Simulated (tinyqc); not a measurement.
Resistance of a tapered via with liner, size effect and interface: one step of the calculation.

A round via whose diameter grows from db at the bottom as D(z) = db + 2 z/tan(ang). The fill, of diameter D - 2 tl, starts above the bottom liner (thickness fb tl) and has rho = rho0 (1 + ks lam/(D - 2 tl)); the sidewall liner conducts in parallel with it. The bottom liner and the interface are crossed over the full area pi db^2/4. Spreading in the lines above and below is left out.

Problem. Total resistance. R_fill = sum of the slices; R_bottom = rl fb tl/(pi db^2/4); R_interface = ri/(pi db^2/4); ballistic (Sharvin) limit 1/(Sb pi (db - 2 tl)^2/4); ideal cylinder rho0 hv/(pi db^2/4).

Parameters, values chosen for the exercise; fill metal close to copper:
- db = 12 nm (diameter at the bottom)
- hv = 28 nm (height)
- rho0 = 1.64 uohm cm (bulk resistivity of the fill)
- tl = 2.4 nm (liner on the sidewall)
- fb = 0.7 (liner at the bottom over that on the sidewall)
- rl = 460 uohm cm (resistivity of the liner)
- ri = 1.5e-12 ohm cm^2 (interface resistivity at the bottom)
- Sb = 1.1e15 S/m^2 (ballistic conductance per area, about 3/(4 rho0 lam))

```
slice,slice resistance (ohm)
0,10.717841
1,10.264129
2,9.8358478
3,9.4312466
4,9.0487179
5,8.6867822
6,8.3440759
7,8.0193421
```

Wanted: parts; R; shares; ballistic limit; ideal cylinder.

Solution.

parts (ohm): fill 74.348, bottom liner 68.331, interface 1.3263
R = 144.00 ohm
shares (%): fill 51.629, bottom liner 47.450, interface 0.921
ballistic limit = 22.328 ohm
ideal cylinder = 4.0602 ohm

The fill is the largest part, and R is 35.5 times the ideal cylinder. With 2000 slices R = 144.01 ohm.

Computed by the program tinyqc: `OMP_NUM_THREADS=1 python tinyqc.py 2750177 2750178 out.jsonl`, one thread of a shared Intel Xeon 2.30GHz, about 0.01 s for the whole run.
